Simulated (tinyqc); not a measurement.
MOSFET in saturation, small-signal circuit and noise: effect of the total gate width on speed and noise.

Bias by the inversion coefficient IC = I/Ispec (charge-based model with velocity saturation; weak inversion below 0.1, strong above 10). Common-source circuit: gm, gds, Cgs, Cgd and Cj at the inner nodes, Rg in series with the gate; quasi-static, no source or drain resistance, no gate-body capacitance, no substrate network, no induced gate noise, so fmax is an upper estimate.

Ispec = 2 n mu Cox (W/L) Vt^2, lc = Ls/L, gms = [sqrt((lc IC + 1)^2 + 4 IC) - 1]/[2 + lc (lc IC + 1)], gm = gms Ispec/(n Vt), gds = sg gm. qs = [sqrt(1 + 4 IC) - 1]/2, Cgs = Cox W L qs (2 qs + 3)/(3 (qs + 1)^2) + Cov W, Cgd = Cov W, Cd = Cj W, Rg = Rsh (Wf/L)/(12 Nf) + Rc/W with Nf = W/Wf fingers (not rounded) contacted at both ends. fT = gm/(2 pi (Cgs + Cgd)), fmax = fT/(2 sqrt(Rg (gds + 2 pi fT Cgd))). Channel noise Sid = 4 kB T gam n gm with gam = (1/2 + (2/3) qs)/(1 + qs) + gw lc IC, qs = [sqrt(1 + 4 IC) - 1]/2, lc = Ls/L (the last term an empirical rise with velocity saturation); at the gate, white noise Sw = Sid/gm^2 + 4 kB T Rg. Number fluctuation with correlated mobility: S(f) = K/f, K = q^2 Vt lt Nt/(W L Cox^2) (1 + ac mu Cox I/gm)^2, Vt in eV with Nt per eV. Corner fc = K/Sw. IC is held fixed.

Inputs (values chosen for the exercise):
```
symbol,value,unit,meaning
T,325,K,temperature
L,130,nm,gate length
Cox,1.81,uF/cm^2,gate capacitance
mu,120,cm^2/(V s),mobility
n,1.23,,slope factor
Ls,15,nm,velocity-saturation length
sg,0.018,,ratio gds/gm
Cov,0.42,fF/um,overlap and fringe capacitance per side
Cj,0.65,fF/um,drain junction capacitance
Rsh,5,ohm,sheet resistance of the gate
Wf,0.5,um,finger width
Rc,100,ohm um,gate contact and vertical resistance
IC,0.46,,inversion coefficient
gw,0.04,,short-channel excess of the noise factor
Nt,2e18,cm^-3 eV^-1,oxide trap density
lt,0.1,nm,tunnelling length into the oxide
ac,3000,V s/C,Coulomb scattering coefficient
```

Constants: q = 1.602176634e-19 C, kB = 1.380649e-23 J/K, Vt = kB T/q. Results are converted to the units shown.

The same in every row: fT (GHz) = 3.6244; fmax (GHz) = 56.700; fc (MHz) = 9.3897.

Result of one run:

| I (uA) | Rg (ohm) | sqrt(Sw) (nV/Hz^0.5) |
|---|---|---|
| 6.3766 | 23.442 | 9.4234 |

Which total gate width W gave this result: 2, 4.3, 43 or 200 um?

W = 4.3 um.

The whole series:

| W (um) | I (uA) | Rg (ohm) | sqrt(Sw) (nV/Hz^0.5) |
|---|---|---|---|
| 2 | 2.9659 | 50.401 | 13.817 |
| 4.3 | 6.3766 | 23.442 | 9.4234 |
| 9.3 | 13.791 | 10.839 | 6.4077 |
| 20 | 29.659 | 5.0401 | 4.3694 |
| 43 | 63.766 | 2.3442 | 2.9799 |
| 93 | 137.91 | 1.0839 | 2.0263 |
| 200 | 296.59 | 0.50401 | 1.3817 |

As W goes from 2 to 200 um, fT stays at 3.62 GHz, fmax stays at 56.7 GHz, the white noise falls from 13.8 to 1.38 nV/Hz^0.5 and the corner stays at 9.39 MHz. Current, gm and capacitances scale with W and Rg with 1/W, so the frequencies stay while both noise powers fall as 1/W. In every row fmax exceeds 4 fT, where channel resistance and substrate losses, left out here, would cap it.

Numbers from tinyqc (`OMP_NUM_THREADS=1 python tinyqc.py 2150071 2150072 out.jsonl`; about 0.01 s on one thread of a shared Intel Xeon 2.30GHz).
